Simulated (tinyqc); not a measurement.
## Film and buried-oxide thickness from two coupling ratios

Problem. In a depleted film -dVT/dVb is k1 = Cs Cbox/(Cox (Cs + Cbox)) for a front channel and k2 = Cbox (Cox + Cs)/(Cox Cs) for a back channel, with Cox = eps0 eox/tox, Cs = eps0 eps_r/ts, Cbox = 3.9 eps0/tb. Find ts and tb.

Inputs (values chosen for the exercise); band and dielectric values close to those of silicon:
- eps_r = 11.9 (relative permittivity)
- eox = 3.9 (relative permittivity of the gate insulator (close to silicon dioxide))
- tox = 2 nm (insulator thickness)

coupling ratios for a front and a back channel: [0.091468101, 0.70468187]

Answer. With y = Cox/Cs and z = Cox/Cbox, 1/k1 = y + z and k2 = (1 + y)/z, so y = (k2/k1 - 1)/(1 + k2); the thicknesses follow from y and z.

ts = 24.00 nm
tb = 14.00 nm

tinyqc, about 0.5 s, one thread, Intel Xeon 2.30GHz (shared host): `OMP_NUM_THREADS=1 python tinyqc.py 2190174 2190175 out.jsonl`
